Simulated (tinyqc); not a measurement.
Worked calculation: correction of a charged-defect supercell by a model charge and potential alignment (plane-averaged potentials). Computed by tinyqc, a small Python program that keeps every step. Command: `OMP_NUM_THREADS=1 python tinyqc.py 3110834 3110835 out.jsonl align walk`. One thread of a shared host (Intel(R) Xeon(R) Processor @ 2.30GHz), about 0.01 s of CPU time with the checks. Intermediate numbers are printed to about 6 digits and carried at full precision; extremes and crossings named in words are read from the listed rows.

The "true" defect charge is (1 - x) q in a Gaussian of width sigma plus x q in one of width sigma_t, so the exact answer is known; the correction sees only a single model Gaussian of width sigma_m. A Gaussian of width s has the transform rho(G) = exp(-G^2 s^2/2), normalised to 1. A uniform background cancels q, so G = 0 is left out. Potentials are those felt by a unit positive charge. E_0 is the formation energy of the isolated defect, E_cell its value in the supercell, E_lat = E_iso - E_per of the model charge, C the true less the model potential far from the defect; the exact correction is E_0 - E_cell, and the error of a scheme is E_cell plus its correction less E_0.

Inputs (values chosen for the exercise, with screening close to that of Al2O3):

| quantity | value | unit |
|---|---|---|
| defect charge q | 1 | e |
| dielectric constant eps | 9.2 | - |
| edge of the cubic cell L | 17.9 | angstrom |
| width sigma of the true defect charge | 1.8 | angstrom |
| width sigma_m of the model charge | 1.4 | angstrom |
| share x of the charge in a wide tail | 0 | - |
| width sigma_t of the tail | 3.8 | angstrom |
| formation energy of the isolated defect E_0 | 2.76 | eV |

Constants: e^2/(4 pi eps_0) = 14.39964548 eV angstrom.

## The supercell energy and its true error

Periodic energy E_per = (2 pi q^2/(eps L^3)) (e^2/(4 pi eps_0)) sum_(G != 0) rho(G)^2/G^2, G = (2 pi/L)(n1, n2, n3), |n_i| <= 16. Isolated energy: two Gaussians of charges q_a, q_b and widths a, b interact by q_a q_b (e^2/(4 pi eps_0 eps)) sqrt(2/pi)/sqrt(a^2 + b^2), and the self-energy is half the sum over pairs. Supercell value E_cell = E_0 + E_per - E_iso for the true charge.

E_iso, true charge = 0.245294 eV

E_per, true charge = 0.126802 eV

E_cell = 2.64151 eV

exact correction = 0.118491 eV

## Lattice energy of the model charge

E_lat = E_iso - E_per for the model charge; point-charge value alpha q^2 e^2/(4 pi eps_0 eps 2 L) with alpha = 2.837297.

E_iso, model = 0.315378 eV

E_per, model = 0.194692 eV

E_lat = 0.120686 eV

point-charge value = 0.124047 eV

## Plane-averaged potentials

Plane-averaged potential at distance z from the defect: V(z) = (4 pi q/(eps L^3)) (e^2/(4 pi eps_0 e)) sum_(m != 0) rho(G_m) cos(G_m z)/G_m^2, G_m = 2 pi m/L, |m| <= 40.

Potentials (V):

| z/L | z (angstrom) | true | model | difference |
|---|---|---|---|---|
| 0.00 | 0.000 | 0.0530418 | 0.0606428 | -0.00760095 |
| 0.05 | 0.895 | 0.0490758 | 0.0552395 | -0.00616373 |
| 0.10 | 1.790 | 0.0383728 | 0.0413873 | -0.00301454 |
| 0.15 | 2.685 | 0.0237736 | 0.0239722 | -0.00019862 |
| 0.20 | 3.580 | 0.0082518 | 0.0068794 | 0.00137241 |
| 0.25 | 4.475 | -0.0061215 | -0.0081012 | 0.00197977 |
| 0.30 | 5.370 | -0.0182966 | -0.0204479 | 0.00215127 |
| 0.35 | 6.265 | -0.0278734 | -0.0300613 | 0.00218789 |
| 0.40 | 7.160 | -0.0347348 | -0.0369288 | 0.00219393 |
| 0.45 | 8.055 | -0.0388546 | -0.0410493 | 0.00219471 |
| 0.50 | 8.950 | -0.0402280 | -0.0424228 | 0.00219479 |

The difference moves by 0.00 mV between z/L = 0.4 and 0.5: a plateau.

## Alignment and corrected energy

C = difference at z = L/2; E_corr = E_cell + E_lat - q C. For charges that have died out at L/2, C = (2 pi q/(eps L^3)) (e^2/(4 pi eps_0 e)) (<s^2> - sigma_m^2), <s^2> = (1 - x) sigma^2 + x sigma_t^2.

alignment C = 0.00219479 V

C, closed form = 0.00219480 V

E_corr = 2.76000 eV

error with alignment (rounded to 1e-4 meV) = 0 meV

error without alignment = 2.19480 meV

error with the point-charge term alone = 5.55556 meV

error without correction = -118.491 meV

Errors are measured against E_0. Alignment cuts the error of the model charge from 2.2 to below 0.001 meV.

## Errors against cell size

Schemes: none; point-charge term alpha q^2 e^2/(4 pi eps_0 eps 2 L), alpha = 2.837297; E_lat of the model; E_lat - q C with C at z = L/2.

Error against E_0 (meV):

| L (angstrom) | none | point charge | model charge | model and alignment |
|---|---|---|---|---|
| 12.5 | -161.322 | 16.3136 | 6.44467 | 0.0289550 |
| 15.2 | -137.008 | 9.0731 | 3.58445 | 0.0007975 |
| 17.9 | -118.491 | 5.5556 | 2.19480 | 0.0000137 |
| 21.5 | -100.070 | 3.2061 | 1.26660 | 0.0000000 |
| 26.8 | -81.197 | 1.6553 | 0.65396 | 0.0000000 |

Between the last two rows the uncorrected error scales as L^-0.95 and the point-charge remainder as L^-3.00. With alignment the error is 0.0 meV in the smallest cell and 0.00 meV in the largest.

Checks made by the program: E_lat against the point-charge value less 2 pi q^2 sigma_m^2 e^2/(4 pi eps_0 eps L^3) (relative difference 2e-07).
